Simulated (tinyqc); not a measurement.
Lateral field, substrate current, probability of reaching the oxide barrier and hot-carrier lifetime of a silicon transistor (pseudo-two-dimensional and lucky-electron models). Changing the channel length L. Computed by tinyqc, a small Python program. Command: `OMP_NUM_THREADS=1 python tinyqc.py 3001983 3001984 out.jsonl hotcar sweep`. One thread of a shared host (Intel(R) Xeon(R) Processor @ 2.30GHz), about 0.01 s of CPU time with the checks.

Local-field models: a lucky carrier gains its energy at the peak field over a path free of collisions. Voltages are magnitudes.

Inputs (values chosen for the exercise, modelled on a silicon p-channel):
```
quantity                                value                      unit
oxide thickness t                          21                        nm
junction depth x_j                        350                        nm
mobility mu                               110                cm^2/(V s)
saturation velocity v_s                  0.69                  1e7 cm/s
threshold voltage V_T                    0.74                         V
gate voltage V_G                          8.9                         V
drain voltage V_D                          17                         V
ionisation prefactor A_i              8.9e+06                      1/cm
ionisation field B_i                     3.57                     MV/cm
hot-carrier mean free path lambda         4.9                        nm
oxide barrier phi_b                       4.6                        eV
interface-trap threshold phi_it           4.8                        eV
lifetime constant H                        90  s microampere/micrometre
length of the depleted extension L_n      160                        nm
```

Drain: lightly doped extension.

Constants: eps_0 = 8.8541878128e-12 F/m.

Method:
- C_ox = 3.9 eps_0/t; F_sat = 2 v_s/mu; V_Dsat = V_ov F_sat L/(V_ov + F_sat L), V_ov = V_G - V_T; I_D/W = C_ox v_s (V_ov - V_Dsat).
- Scale length l = 0.22 t^(1/3) x_j^(1/2) (all in cm); F_m = sqrt(((V_D - V_Dsat)/l_e)^2 + F_sat^2), with l_e = l + L_n; length of the velocity-saturated region l_e ln((V_D - V_Dsat)/(l_e F_sat) + F_m/F_sat).
- Substrate current I_sub/I_D = (A_i/B_i)(V_D - V_Dsat) exp(-B_i/F_m); probability of reaching the oxide barrier exp(-phi_b/(e lambda F_m)); lifetime tau = (H/(I_D/W)) exp(phi_it/(e lambda F_m)).

One run for each value; columns: (1) channel length L (nm); (2) substrate current I_sub/W (microampere/micrometre); (3) peak field F_m (kV/cm); (4) V_Dsat (V); (5) lifetime tau (s):
```
(1)      (2)     (3)     (4)         (5)
810   1.7807  401.94  4.5258  8.3848e+09
1200  0.7847  379.73  5.2917  4.4180e+10
1700  0.3711  362.16  5.9019  1.9626e+11
2400  0.1789  347.32  6.4201  8.0885e+11
3400  0.0888  335.09  6.8496  3.0061e+12
4800  0.0467  325.56  7.1862  9.5197e+12
```

What does the table show, and why?

Over the rows, substrate current I_sub/W (microampere/micrometre) falls from 1.78 to 0.0467 (exponent d ln y / d ln x -2.1 between the first rows and -1.9 between the last); peak field F_m (kV/cm) falls from 402 to 326 (exponent d ln y / d ln x -0.14 between the first rows and -0.084 between the last); V_Dsat (V) rises from 4.53 to 7.19 (exponent d ln y / d ln x 0.40 between the first rows and 0.14 between the last). At fixed t and x_j a shorter channel lowers V_Dsat, leaving more voltage for the pinch-off region, and carries more current. Left out: 400, 570 (the saturated region would fill the channel).

Caution (rows 810): the saturated region fills most of the channel, so the split into two regions is rough.

Extremes, crossings and ranges named in words are read from the listed rows.
